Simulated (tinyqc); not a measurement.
# Worked calculation: free and trapped electrons in a MOS channel with a dense trap tail

Program tinyqc, `OMP_NUM_THREADS=1 python tinyqc.py 2222136 2222137 out.jsonl`; Intel Xeon 2.30GHz, shared host, one thread, about 0.02 s. Printed values are rounded.

p-type body, charge-sheet picture, full ionisation (an idealisation for deep acceptors), Boltzmann statistics for free electrons. e = Ec - EF at the surface. Acceptor-like traps of density D(E) = D0 + De exp(-E/Ew) at depth E below Ec, from 0 to Eu, hold n_t = integral of D(E)/(1 + exp((e - E)/Vt)). psi = Eg - Vt ln(Nv/Na) - e; N_dep = sqrt(2 eps0 eps_r Na (psi - Vt)/q); n_f = sqrt(N_dep^2 + 2 eps0 eps_r Vt Nc exp(-e/Vt)/q) - N_dep; Vg = Vfb + psi + q (N_dep + n_t + n_f)/Cox, Cox = eps0 eox/tox.

Inputs (values chosen for the exercise); band and dielectric values close to those of 4H silicon carbide: temperature T = 300 K; band gap Eg = 3.31 eV; relative permittivity eps_r = 9.65; conduction-band density of states at T Nc = 1.67e19 cm^-3; valence-band density of states at T Nv = 2.47e19 cm^-3; relative permittivity of the insulator eox = 3.9; insulator thickness tox = 26 nm; acceptor density Na = 1.8e16 cm^-3; flat-band voltage without trapped charge Vfb = -2.12 V; constant background density of acceptor-like traps D0 = 1.2e10 cm^-2 eV^-1; density of the tail at the conduction edge De = 4.7e13 cm^-2 eV^-1; decay energy of the tail Ew = 0.07 eV; depth below Ec down to which the traps reach Eu = 0.8 eV; mobility of free electrons mf = 170 cm^2/(V s); Ec - EF at the surface e = 0.098 eV.

Constants: q = 1.602176634e-19 C, kB = 1.380649e-23 J/K, Vt = kB T/q, eps0 = 8.8541878128e-14 F/cm where lengths are in cm. Results are converted to the units shown.

## Trapped charge

Trapezoid rule on 12 equal steps from 0 to Eu, f = 1/(1 + exp((e - E)/Vt)).

```
point,E (eV),D(E) f (cm^-2 eV^-1)
0,0,1.03797e12
1,0.0666667,4.16156e12
2,0.133333,5.58462e12
3,0.2,2.65989e12
4,0.266667,1.05192e12
5,0.333333,4.13771e11
6,0.4,1.67028e11
7,0.466667,7.18137e10
8,0.533333,3.50774e10
9,0.6,2.09038e10
10,0.666667,1.54353e10
11,0.733333,1.33254e10
12,0.8,1.25114e10
```

n_t = 9.81372e11 cm^-2

With 1600 steps n_t = 9.919e11 cm^-2; the coarse value is 1.1 % below it.

## Charges and gate voltage

psi, N_dep, n_f and Vg as defined, with the n_t given; free share n_f/(n_f + n_t); apparent mobility mf n_f/(n_f + n_t); gate voltage spent on traps q n_t/Cox.

psi = 3.02524 V
N_dep = 7.58840e11 cm^-2
n_f = 6.56605e10 cm^-2
Vg = 3.08374 V
free share = 6.27110 %
apparent mobility = 10.6609 cm^2/(V s)
gate voltage spent on traps = 1.18387 V
